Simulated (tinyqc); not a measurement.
Inside a calculation (part 1 of 2). Method: CCSD on RHF in the sto-6g basis, frozen core, for BeH2, spin multiplicity 1. Computed by tinyqc, a small Python program that keeps every step (integrals from PySCF). Settings: charge = 0, multiplicity = 1, basis = sto-6g, method = RHF, frozen orbitals = 1, energy threshold = 1e-10, iteration cap = 64, orthogonalisation = symmetric, start = core, DIIS depth = 6, amplitude equations = CCSD, DIIS depth for amplitudes = 6, cap on updates = 67. Command: `OMP_NUM_THREADS=1 python tinyqc.py 21554 21555 out.jsonl` (the two numbers bound the seeds that draw the settings). One thread of a shared host (Intel(R) Xeon(R) Processor @ 2.60GHz), about 0.4 s of CPU time with the checks. Later iterations appear only in the table of the cycle.

## One-electron integrals

Geometry (angstrom):
```
atom         x          y         z
Be    0.000000   0.000000  0.000000
H     0.000000   1.574000  0.107000
H     0.000000  -1.574000  0.107000
```

Basis sto-6g: exponents (1/bohr^2) and contraction coefficients of normalised primitives:
```
element  l (shell)    exponent  coefficient
Be           s (1)  312.870494     0.009164
Be           s (1)   57.364463     0.049361
Be           s (1)   16.048509     0.168538
Be           s (1)    5.513096     0.370563
Be           s (1)    2.140897     0.416492
Be           s (1)    0.881739     0.130334
Be           s (2)   13.633247    -0.013253
Be           s (2)    2.698375    -0.046992
Be           s (2)    0.838653    -0.033785
Be           s (2)    0.322660     0.250242
Be           s (2)    0.140131     0.595117
Be           s (2)    0.064233     0.240706
Be           p (3)   13.633247     0.003760
Be           p (3)    2.698375     0.037679
Be           p (3)    0.838653     0.173897
Be           p (3)    0.322660     0.418036
Be           p (3)    0.140131     0.425860
Be           p (3)    0.064233     0.101708
H            s (1)   35.523221     0.009164
H            s (1)    6.513144     0.049361
H            s (1)    1.822143     0.168538
H            s (1)    0.625955     0.370563
H            s (1)    0.243077     0.416492
H            s (1)    0.100112     0.130334
```

Overlap, kinetic and nuclear-attraction integrals over the contracted functions; the nuclear repulsion is the sum of Za Zb / Rab.

nuclear repulsion = 2.85149826 hartree

overlap S:
```
           1Be 1s    1Be 2s   1Be 2px    1Be 2py   1Be 2pz     2H 1s      3H 1s
1Be 1s   1.000000  0.254764  0.000000   0.000000  0.000000  0.042459   0.042459
1Be 2s   0.254764  1.000000  0.000000   0.000000  0.000000  0.369002   0.369002
1Be 2px  0.000000  0.000000  1.000000   0.000000  0.000000  0.000000   0.000000
1Be 2py  0.000000  0.000000  0.000000   1.000000  0.000000  0.449813  -0.449813
1Be 2pz  0.000000  0.000000  0.000000   0.000000  1.000000  0.030578   0.030578
2H 1s    0.042459  0.369002  0.000000   0.449813  0.030578  1.000000   0.016580
3H 1s    0.042459  0.369002  0.000000  -0.449813  0.030578  0.016580   1.000000
```

kinetic energy T (hartree):
```
            1Be 1s     1Be 2s   1Be 2px    1Be 2py   1Be 2pz      2H 1s      3H 1s
1Be 1s    6.768753  -0.207382  0.000000   0.000000  0.000000  -0.012231  -0.012231
1Be 2s   -0.207382   0.220121  0.000000   0.000000  0.000000   0.037778   0.037778
1Be 2px   0.000000   0.000000  0.661265   0.000000  0.000000   0.000000   0.000000
1Be 2py   0.000000   0.000000  0.000000   0.661265  0.000000   0.123292  -0.123292
1Be 2pz   0.000000   0.000000  0.000000   0.000000  0.661265   0.008381   0.008381
2H 1s    -0.012231   0.037778  0.000000   0.123292  0.008381   0.768522  -0.004650
3H 1s    -0.012231   0.037778  0.000000  -0.123292  0.008381  -0.004650   0.768522
```

nuclear attraction V (hartree):
```
             1Be 1s     1Be 2s    1Be 2px    1Be 2py    1Be 2pz      2H 1s      3H 1s
1Be 1s   -15.385641  -1.821641   0.000000   0.000000  -0.001855  -0.329172  -0.329172
1Be 2s    -1.821641  -2.948820   0.000000   0.000000  -0.016435  -0.997110  -0.997110
1Be 2px    0.000000   0.000000  -2.888557   0.000000   0.000000   0.000000   0.000000
1Be 2py    0.000000   0.000000   0.000000  -3.068243   0.000000  -1.190044   1.190044
1Be 2pz   -0.001855  -0.016435   0.000000   0.000000  -2.889387  -0.082265  -0.082265
2H 1s     -0.329172  -0.997110   0.000000  -1.190044  -0.082265  -2.745485  -0.050394
3H 1s     -0.329172  -0.997110   0.000000   1.190044  -0.082265  -0.050394  -2.745485
```

core Hamiltonian H = T + V (hartree):
```
            1Be 1s     1Be 2s    1Be 2px    1Be 2py    1Be 2pz      2H 1s      3H 1s
1Be 1s   -8.616888  -2.029023   0.000000   0.000000  -0.001855  -0.341403  -0.341403
1Be 2s   -2.029023  -2.728699   0.000000   0.000000  -0.016435  -0.959332  -0.959332
1Be 2px   0.000000   0.000000  -2.227292   0.000000   0.000000   0.000000   0.000000
1Be 2py   0.000000   0.000000   0.000000  -2.406978   0.000000  -1.066752   1.066752
1Be 2pz  -0.001855  -0.016435   0.000000   0.000000  -2.228122  -0.073884  -0.073884
2H 1s    -0.341403  -0.959332   0.000000  -1.066752  -0.073884  -1.976962  -0.055044
3H 1s    -0.341403  -0.959332   0.000000   1.066752  -0.073884  -0.055044  -1.976962
```

## Two-electron integrals

Functions are numbered as in S; the eight-fold symmetry (ij|kl) = (ji|kl) = (kl|ij) leaves the list below.

Two-electron integrals (ij|kl) in chemists' order, unique and non-zero (hartree):
```
(11|11) 2.299996    (21|11) 0.361879    (21|21) 0.071926    (22|11) 0.570332
(22|21) 0.139654    (22|22) 0.417773    (31|31) 0.015252    (32|31) 0.022555
(32|32) 0.092340    (33|11) 0.570332    (33|21) 0.139654    (33|22) 0.417773
(33|33) 0.450117    (41|41) 0.015252    (42|41) 0.022555    (42|42) 0.092340
(43|43) 0.024258    (44|11) 0.570332    (44|21) 0.139654    (44|22) 0.417773
(44|33) 0.401601    (44|44) 0.450117    (51|51) 0.015252    (52|51) 0.022555
(52|52) 0.092340    (53|53) 0.024258    (54|54) 0.024258    (55|11) 0.570332
(55|21) 0.139654    (55|22) 0.417773    (55|33) 0.401601    (55|44) 0.401601
(55|55) 0.450117    (61|11) 0.061641    (61|21) 0.011914    (61|22) 0.023101
(61|33) 0.022910    (61|41) 0.001180    (61|42) 0.002309    (61|44) 0.023481
(61|51) 0.000080    (61|52) 0.000157    (61|54) 0.000039    (61|55) 0.022913
(61|61) 0.002088    (62|11) 0.164790    (62|21) 0.041091    (62|22) 0.135857
(62|33) 0.130548    (62|41) 0.005680    (62|42) 0.034828    (62|44) 0.146401
(62|51) 0.000386    (62|52) 0.002368    (62|54) 0.001078    (62|55) 0.130621
(62|61) 0.007563    (62|62) 0.068722    (63|31) 0.003735    (63|32) 0.017536
(63|43) 0.005859    (63|53) 0.000398    (63|63) 0.005874    (64|11) 0.182655
(64|21) 0.046077    (64|22) 0.158945    (64|33) 0.149633    (64|41) 0.009116
(64|42) 0.054070    (64|44) 0.177494    (64|51) 0.000366    (64|52) 0.002484
(64|54) 0.001496    (64|55) 0.149708    (64|61) 0.008859    (64|62) 0.091100
(64|64) 0.124055    (65|11) 0.012417    (65|21) 0.003132    (65|22) 0.010805
(65|33) 0.010172    (65|41) 0.000366    (65|42) 0.002484    (65|44) 0.011269
(65|51) 0.003760    (65|52) 0.017705    (65|54) 0.005933    (65|55) 0.010974
(65|61) 0.000602    (65|62) 0.006193    (65|64) 0.008034    (65|65) 0.006420
(66|11) 0.334259    (66|21) 0.084952    (66|22) 0.314552    (66|33) 0.292274
(66|41) 0.013092    (66|42) 0.105319    (66|44) 0.358803    (66|51) 0.000890
(66|52) 0.007160    (66|54) 0.004523    (66|55) 0.292581    (66|61) 0.016081
(66|62) 0.206820    (66|64) 0.289919    (66|65) 0.019709    (66|66) 0.774999
(71|11) 0.061641    (71|21) 0.011914    (71|22) 0.023101    (71|33) 0.022910
(71|41) -0.001180   (71|42) -0.002309   (71|44) 0.023481    (71|51) 0.000080
(71|52) 0.000157    (71|54) -0.000039   (71|55) 0.022913    (71|61) 0.001889
(71|62) 0.006249    (71|64) 0.006767    (71|65) 0.000502    (71|66) 0.012809
(71|71) 0.002088    (72|11) 0.164790    (72|21) 0.041091    (72|22) 0.135857
(72|33) 0.130548    (72|41) -0.005680   (72|42) -0.034828   (72|44) 0.146401
(72|51) 0.000386    (72|52) 0.002368    (72|54) -0.001078   (72|55) 0.130621
(72|61) 0.006249    (72|62) 0.034087    (72|64) 0.036740    (72|65) 0.003028
(72|66) 0.075049    (72|71) 0.007563    (72|72) 0.068722    (73|31) 0.003735
(73|32) 0.017536    (73|43) -0.005859   (73|53) 0.000398    (73|63) 0.002225
(73|73) 0.005874    (74|11) -0.182655   (74|21) -0.046077   (74|22) -0.158945
(74|33) -0.149633   (74|41) 0.009116    (74|42) 0.054070    (74|44) -0.177494
(74|51) -0.000366   (74|52) -0.002484   (74|54) 0.001496    (74|55) -0.149708
(74|61) -0.006767   (74|62) -0.036740   (74|64) -0.038475   (74|65) -0.003220
(74|66) -0.080358   (74|71) -0.008859   (74|72) -0.091100   (74|74) 0.124055
(75|11) 0.012417    (75|21) 0.003132    (75|22) 0.010805    (75|33) 0.010172
(75|41) -0.000366   (75|42) -0.002484   (75|44) 0.011269    (75|51) 0.003760
(75|52) 0.017705    (75|54) -0.005933   (75|55) 0.010974    (75|61) 0.000502
(75|62) 0.003028    (75|64) 0.003220    (75|65) 0.002489    (75|66) 0.006788
(75|71) 0.000602    (75|72) 0.006193    (75|74) -0.008034   (75|75) 0.006420
(76|11) 0.009175    (76|21) 0.002230    (76|22) 0.006765    (76|33) 0.006627
(76|44) 0.007032    (76|51) 0.000041    (76|52) 0.000205    (76|55) 0.006637
(76|61) 0.000372    (76|62) 0.002351    (76|64) 0.002829    (76|65) 0.000229
(76|66) 0.005860    (76|71) 0.000372    (76|72) 0.002351    (76|74) -0.002829
(76|75) 0.000229    (76|76) 0.000113    (77|11) 0.334259    (77|21) 0.084952
(77|22) 0.314552    (77|33) 0.292274    (77|41) -0.013092   (77|42) -0.105319
(77|44) 0.358803    (77|51) 0.000890    (77|52) 0.007160    (77|54) -0.004523
(77|55) 0.292581    (77|61) 0.012809    (77|62) 0.075049    (77|64) 0.080358
(77|65) 0.006788    (77|66) 0.168092    (77|71) 0.016081    (77|72) 0.206820
(77|74) -0.289919   (77|75) 0.019709    (77|76) 0.005860    (77|77) 0.774999
```

## Orthogonalisation

S = U s U^T; symmetric (Loewdin) form X = U s^(-1/2) U^T, so that X^T S X = 1.

eigenvalues of S: 0.355524  0.446623  0.949085  1.000000  1.007018  1.613854  1.627896

X:
```
            1Be 1s     1Be 2s   1Be 2px    1Be 2py    1Be 2pz      2H 1s      3H 1s
1Be 1s    1.027304  -0.146824  0.000000   0.000000  -0.001125   0.019331   0.019331
1Be 2s   -0.146824   1.158927  0.000000   0.000000   0.010778  -0.226883  -0.226883
1Be 2px   0.000000   0.000000  1.000000   0.000000   0.000000   0.000000   0.000000
1Be 2py   0.000000   0.000000  0.000000   1.224626   0.000000  -0.315823   0.315823
1Be 2pz  -0.001125   0.010778  0.000000   0.000000   1.000871  -0.018413  -0.018413
2H 1s     0.019331  -0.226883  0.000000  -0.315823  -0.018413   1.177826  -0.058440
3H 1s     0.019331  -0.226883  0.000000   0.315823  -0.018413  -0.058440   1.177826
```

## Starting guess

The start is the orbitals of the core Hamiltonian; D = 2 C_occ C_occ^T.

D at the start:
```
            1Be 1s     1Be 2s   1Be 2px    1Be 2py    1Be 2pz      2H 1s      3H 1s
1Be 1s    2.137536  -0.531279  0.000000   0.000000  -0.041509  -0.001550  -0.001550
1Be 2s   -0.531279   2.002947  0.000000   0.000000   0.177622   0.073265   0.073265
1Be 2px   0.000000   0.000000  0.000000   0.000000   0.000000   0.000000   0.000000
1Be 2py   0.000000   0.000000  0.000000   2.136237   0.000000  -0.078904   0.078904
1Be 2pz  -0.041509   0.177622  0.000000   0.000000   0.015767   0.006547   0.006547
2H 1s    -0.001550   0.073265  0.000000  -0.078904   0.006547   0.005755  -0.000074
3H 1s    -0.001550   0.073265  0.000000   0.078904   0.006547  -0.000074   0.005755
```

## Iteration 1: building the Fock matrix

J_ij = sum D_kl (ij|kl), K_ij = sum D_kl (ik|jl); F = H + J - 0.5 K; E = tr D H + tr D J / 2 - 0.25 tr D K + E_nn.

Coulomb J (hartree):
```
           1Be 1s    1Be 2s   1Be 2px    1Be 2py   1Be 2pz     2H 1s      3H 1s
1Be 1s   6.895940  1.275843  0.000000   0.000000  0.006852  0.215669   0.215669
1Be 2s   1.275843  2.799949  0.000000   0.000000  0.031386  0.892903   0.892903
1Be 2px  0.000000  0.000000  2.766258   0.000000  0.000000  0.000000   0.000000
1Be 2py  0.000000  0.000000  0.000000   2.866543  0.000000  1.037525  -1.037525
1Be 2pz  0.006852  0.031386  0.000000   0.000000  2.767046  0.074921   0.074921
2H 1s    0.215669  0.892903  0.000000   1.037525  0.074921  2.016379   0.045856
3H 1s    0.215669  0.892903  0.000000  -1.037525  0.074921  0.045856   2.016379
```

exchange K (hartree):
```
           1Be 1s    1Be 2s   1Be 2px    1Be 2py   1Be 2pz     2H 1s      3H 1s
1Be 1s   4.711456  0.768259  0.000000   0.000000  0.005240  0.145592   0.145592
1Be 2s   0.768259  1.070263  0.000000   0.000000  0.087245  0.401091   0.401091
1Be 2px  0.000000  0.000000  0.249134   0.000000  0.000000  0.000000   0.000000
1Be 2py  0.000000  0.000000  0.000000   1.116766  0.000000  0.420728  -0.420728
1Be 2pz  0.005240  0.087245  0.000000   0.000000  0.256158  0.035839   0.035839
2H 1s    0.145592  0.401091  0.000000   0.420728  0.035839  0.391350   0.008235
3H 1s    0.145592  0.401091  0.000000  -0.420728  0.035839  0.008235   0.391350
```

Fock matrix F (hartree):
```
            1Be 1s     1Be 2s   1Be 2px    1Be 2py    1Be 2pz      2H 1s      3H 1s
1Be 1s   -4.076675  -1.137309  0.000000   0.000000   0.002377  -0.198530  -0.198530
1Be 2s   -1.137309  -0.463882  0.000000   0.000000  -0.028671  -0.266975  -0.266975
1Be 2px   0.000000   0.000000  0.414399   0.000000   0.000000   0.000000   0.000000
1Be 2py   0.000000   0.000000  0.000000  -0.098818   0.000000  -0.239591   0.239591
1Be 2pz   0.002377  -0.028671  0.000000   0.000000   0.410845  -0.016883  -0.016883
2H 1s    -0.198530  -0.266975  0.000000  -0.239591  -0.016883  -0.156259  -0.013306
3H 1s    -0.198530  -0.266975  0.000000   0.239591  -0.016883  -0.013306  -0.156259
```

total energy of this density = -14.91422753 hartree

## Iteration 1: diagonalisation and new density

Diagonalise F' = X^T F X, C = X C', fill 3 alpha and 3 beta electrons from the bottom; D = 2 C_occ C_occ^T. Each column has its largest component positive (the first on a tie).

F' = X^T F X (hartree):
```
           1          2         3          4          5          6          7
1  -3.982130  -0.619237  0.000000   0.000000   0.004292  -0.014086  -0.014086
2  -0.619237  -0.087510  0.000000   0.000000  -0.014580  -0.225952  -0.225952
3   0.000000   0.000000  0.414399   0.000000   0.000000   0.000000   0.000000
4   0.000000   0.000000  0.000000   0.193947   0.000000  -0.316494   0.316494
5   0.004292  -0.014580  0.000000   0.000000   0.412230  -0.020805  -0.020805
6  -0.014086  -0.225952  0.000000  -0.316494  -0.020805   0.073944  -0.062046
7  -0.014086  -0.225952  0.000000   0.316494  -0.020805  -0.062046   0.073944
```

orbital energies (hartree): MO1 -4.079377, MO2 -0.303240, MO3 -0.283559, MO4 0.322336, MO5 0.414399, MO6 0.414769, MO7 0.613495

coefficients C:
```
               MO1        MO2        MO3        MO4       MO5        MO6        MO7
1Be 1s    0.992572  -0.207871   0.000000  -0.221311  0.000000  -0.016509   0.000000
1Be 2s    0.028698   0.601341   0.000000   1.046374  0.000000   0.102007   0.000000
1Be 2px   0.000000   0.000000   0.000000   0.000000  1.000000   0.000000   0.000000
1Be 2py   0.000000   0.000000   0.511635   0.000000  0.000000   0.000000   1.198927
1Be 2pz  -0.000217   0.033276   0.000000  -0.085924  0.000000   0.997020   0.000000
2H 1s    -0.002610   0.395926   0.421803  -0.713030  0.000000  -0.116295  -0.828254
3H 1s    -0.002610   0.395926  -0.421803  -0.713030  0.000000  -0.116295   0.828254
```

D after iteration 1:
```
            1Be 1s     1Be 2s   1Be 2px    1Be 2py    1Be 2pz      2H 1s      3H 1s
1Be 1s    2.056818  -0.193032  0.000000   0.000000  -0.014264  -0.169783  -0.169783
1Be 2s   -0.193032   0.724868  0.000000   0.000000   0.040007   0.476023   0.476023
1Be 2px   0.000000   0.000000  0.000000   0.000000   0.000000   0.000000   0.000000
1Be 2py   0.000000   0.000000  0.000000   0.523540   0.000000   0.431618  -0.431618
1Be 2pz  -0.014264   0.040007  0.000000   0.000000   0.002215   0.026350   0.026350
2H 1s    -0.169783   0.476023  0.000000   0.431618   0.026350   0.669363  -0.042306
3H 1s    -0.169783   0.476023  0.000000  -0.431618   0.026350  -0.042306   0.669363
```

## Iteration 7 (converged): orbitals

converged F (hartree):
```
            1Be 1s     1Be 2s   1Be 2px    1Be 2py    1Be 2pz      2H 1s      3H 1s
1Be 1s   -4.602241  -1.250015  0.000000   0.000000   0.001484  -0.212605  -0.212605
1Be 2s   -1.250015  -0.563204  0.000000   0.000000  -0.011227  -0.333814  -0.333814
1Be 2px   0.000000   0.000000  0.210091   0.000000   0.000000   0.000000   0.000000
1Be 2py   0.000000   0.000000  0.000000  -0.145137   0.000000  -0.300155   0.300155
1Be 2pz   0.001484  -0.011227  0.000000   0.000000   0.209079  -0.015886  -0.015886
2H 1s    -0.212605  -0.333814  0.000000  -0.300155  -0.015886  -0.234224  -0.015639
3H 1s    -0.212605  -0.333814  0.000000   0.300155  -0.015886  -0.015639  -0.234224
```

As before.

F' = X^T F X (hartree):
```
           1          2         3          4          5          6          7
1  -4.505342  -0.659837  0.000000   0.000000   0.000775  -0.007542  -0.007542
2  -0.659837  -0.133322  0.000000   0.000000   0.004581  -0.275742  -0.275742
3   0.000000   0.000000  0.210091   0.000000   0.000000   0.000000   0.000000
4   0.000000   0.000000  0.000000   0.203090   0.000000  -0.372823   0.372823
5   0.000775   0.004581  0.000000   0.000000   0.210406  -0.019431  -0.019431
6  -0.007542  -0.275742  0.000000  -0.372823  -0.019431   0.037571  -0.068174
7  -0.007542  -0.275742  0.000000   0.372823  -0.019431  -0.068174   0.037571
```

orbital energies (hartree): MO1 -4.603760, MO2 -0.417363, MO3 -0.375076, MO4 0.207275, MO5 0.210091, MO6 0.354987, MO7 0.683911

coefficients C:
```
               MO1        MO2        MO3        MO4       MO5        MO6        MO7
1Be 1s    0.994772  -0.201490   0.000000   0.038038  0.000000  -0.214579   0.000000
1Be 2s    0.020699   0.602318   0.000000  -0.167720  0.000000   1.037494   0.000000
1Be 2px   0.000000   0.000000   0.000000   0.000000  1.000000   0.000000   0.000000
1Be 2py   0.000000   0.000000   0.495161   0.000000  0.000000   0.000000   1.205824
1Be 2pz  -0.000127   0.015222   0.000000   0.984656  0.000000   0.180993   0.000000
2H 1s    -0.002527   0.396060   0.433110   0.083614  0.000000  -0.717523  -0.822398
3H 1s    -0.002527   0.396060  -0.433110   0.083614  0.000000  -0.717523   0.822398
```

D after iteration 7:
```
            1Be 1s     1Be 2s   1Be 2px    1Be 2py    1Be 2pz      2H 1s      3H 1s
1Be 1s    2.060339  -0.201541  0.000000   0.000000  -0.006387  -0.164632  -0.164632
1Be 2s   -0.201541   0.726430  0.000000   0.000000   0.018332   0.477004   0.477004
1Be 2px   0.000000   0.000000  0.000000   0.000000   0.000000   0.000000   0.000000
1Be 2py   0.000000   0.000000  0.000000   0.490370   0.000000   0.428919  -0.428919
1Be 2pz  -0.006387   0.018332  0.000000   0.000000   0.000463   0.012058   0.012058
2H 1s    -0.164632   0.477004  0.000000   0.428919   0.012058   0.688909  -0.061428
3H 1s    -0.164632   0.477004  0.000000  -0.428919   0.012058  -0.061428   0.688909
```

## Convergence

Stop when the energy changes by less than 1e-10 hartree and every element of the error matrix X^T (F D S - S D F) X is below 3e-06.

Course of the cycle:
```
iteration   E (hartree)     change  largest element of the error matrix
1          -14.91422753          -                             5.42e-01
2          -15.67220283  -7.58e-01                             2.39e-02
3          -15.67289244  -6.90e-04                             3.26e-03
4          -15.67293180  -3.94e-05                             8.37e-04
5          -15.67293430  -2.50e-06                             2.36e-05
6          -15.67293431  -2.91e-09                             2.38e-06
7          -15.67293431  -1.28e-11                             7.36e-08
```

PySCF RHF in the same basis = -15.67293431 hartree

Converged in 7 iterations.

## Populations, bond orders and dipole

Mulliken: Z minus the diagonal of D S on the atom; Loewdin: the same with S^(1/2) D S^(1/2); Mayer order: 2 sum_s sum (D(s) S)_ij (D(s) S)_ji over the two atoms.

Charges (e):
```
atom   Mulliken    Loewdin
1Be    0.100435   0.084776
2H    -0.050217  -0.042388
3H    -0.050217  -0.042388
```

Mayer bond orders:
```
pair     order
2-1   0.992069
3-1   0.992069
3-2   0.005409
```

dipole moment about the origin, x y z (debye): 0.000000  0.000000  -0.313475
